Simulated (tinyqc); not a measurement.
Time-domain thermoreflectance: layered heat flow under a modulated pulse train, and what the signal ratio measures: one step, computed by the program tinyqc.

Pulses repeat at 80 MHz; heat is laid down at the surface, all layers are isotropic, and the film is in perfect contact with the substrate.

Task: Length and time scales. Penetration depth sqrt(kappa/(pi f C)); effusivity sqrt(kappa C); cooling time of the metal d C_m/G; Kapitza length kappa/G.

Inputs (values chosen for the exercise, modelled on aluminium on sapphire):
```
quantity                                value        unit
metal thickness d                          76          nm
metal heat capacity                      2.42  MJ/(m^3 K)
boundary conductance G under the metal    270  MW/(m^2 K)
substrate conductivity kappa             35.7     W/(m K)
substrate heat capacity C                 3.1  MJ/(m^3 K)
modulation frequency f                      5         MHz
spot radius w (1/e^2, pump and probe)      24  micrometre
```

Stack: metal, film, substrate.

Give: penetration depth; effusivity; cooling time of the metal; Kapitza length; depth over spot radius.

Result:

penetration depth = 0.85624 micrometre

effusivity = 10520 W s^(1/2)/(m^2 K)

cooling time of the metal = 681.19 ps

Kapitza length = 132.22 nm

depth over spot radius = 0.035676
